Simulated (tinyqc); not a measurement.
Size effects in the resistivity of thin metal films and interconnect lines. Inputs raised by 10 %, one at a time. Computed by tinyqc, a small Python program. Command: `OMP_NUM_THREADS=1 python tinyqc.py 3026694 3026695 out.jsonl size sens`. One thread of a shared host (Intel(R) Xeon(R) Processor @ 2.30GHz), about 0.01 s of CPU time with the checks.

Electrons lose their drift at surfaces (a share 1 - p of the hits) and at grain boundaries (reflection R), besides bulk scattering. The line sits in a trench with a non-conducting liner on both walls and the bottom; the spacing equals the drawn width.

Inputs (values chosen for the exercise, modelled on iridium): bulk resistivity rho_b = 5.03 microohm cm; bulk mean free path lambda = 6.85 nm; specularity p = 0.12; grain-boundary reflection R = 0.51; drawn line width w = 5.8 nm; grain size over metal width = 2.1; aspect ratio (height over width) = 1.7; liner thickness t = 1 nm; line length = 6.9 micrometre; permittivity of the dielectric k = 2.9.

Geometry: line.

Constants: eps_0 = 8.8541878128e-12 F/m.

Method:
- Metal width w_m = w - 2t, height h_m = (aspect ratio) w - t, grain size D = (ratio) w_m.
- Mayadas-Shatzkes: alpha = (lambda/D) R/(1 - R); rho_b/rho = 1 - 3 alpha/2 + 3 alpha^2 - 3 alpha^3 ln(1 + 1/alpha).
- Fuchs-Sondheimer film: rho_b/rho = 1 - (3/(2 kappa))(1 - p) int_0^1 (s - s^3)(1 - exp(-kappa/s))/(1 - p exp(-kappa/s)) ds, f = rho/rho_b, kappa = thickness/lambda, 80 Gauss-Legendre points.
- Line: the excess of a film of thickness w_m and of a film of thickness h_m are added, rho/rho_b = 1 + (f(w_m) - 1) + (f(h_m) - 1), an estimate that holds best when both sides exceed lambda.
- Total: rho = rho_b [1 + surface excess + grain excess]; resistance per length rho/(w_m h_m); capacitance per length C = 2 k eps_0 (aspect ratio + 1/2), a parallel-plate estimate for two neighbours plus a fixed term for the planes above and below; delay 0.38 R C L^2; effective resistivity per drawn area.

Runs; columns: (1) input moved; (2) from; (3) to; (4) resistance per length (ohm/micrometre); (5) effective resistivity per drawn area (microohm cm); (6) rho/rho_b from surfaces; (7) rho/rho_b from grains:
```
(1)                                    (2)    (3)     (4)     (5)     (6)     (7)
base run                                 -      -  4844.8  27.706  2.0088  2.2341
bulk resistivity rho_b (microohm cm)  5.03  5.533  5329.3  30.477  2.0088  2.2341
specularity p                         0.12  0.132  4819.7  27.563  1.9920  2.2341
drawn line width w (nm)                5.8   6.38  3453.8  23.900  1.8870  2.0742
grain size over metal width            2.1   2.31  4680.9  26.769  2.0088  2.1244
liner thickness t (nm)                   1    1.1  5344.2  30.562  2.0495  2.3010
line length (micrometre)               6.9   7.59  4844.8  27.706  2.0088  2.2341
permittivity of the dielectric k       2.9   3.19  4844.8  27.706  2.0088  2.2341
```

Exponents ln(y'/y) / ln(x'/x):
```
input                             resistance per length  effective resistivity per drawn area  rho/rho_b from surfaces  rho/rho_b from grains
bulk resistivity rho_b                            1.000                                 1.000                    0.000                  0.000
specularity p                                    -0.054                                -0.054                   -0.088                  0.000
drawn line width w                               -3.551                                -1.551                   -0.656                 -0.779
grain size over metal width                      -0.361                                -0.361                    0.000                 -0.528
liner thickness t                                 1.029                                 1.029                    0.211                  0.310
line length                                       0.000                                 0.000                    0.000                  0.000
permittivity of the dielectric k                  0.000                                 0.000                    0.000                  0.000
```

Among the inputs moved here: resistance per length answers most in size to drawn line width w (exponent -3.551), next to liner thickness t (+1.029); its exponent is below 0.0005 for line length, permittivity of the dielectric k. Effective resistivity per drawn area answers most in size to drawn line width w (exponent -1.551), next to liner thickness t (+1.029); its exponent is below 0.0005 for line length, permittivity of the dielectric k. rho/rho_b from surfaces answers most in size to drawn line width w (exponent -0.656), next to liner thickness t (+0.211); its exponent is below 0.0005 for bulk resistivity rho_b, grain size over metal width, line length, permittivity of the dielectric k. rho/rho_b from grains answers most in size to drawn line width w (exponent -0.779), next to grain size over metal width (-0.528); its exponent is below 0.0005 for bulk resistivity rho_b, specularity p, line length, permittivity of the dielectric k.
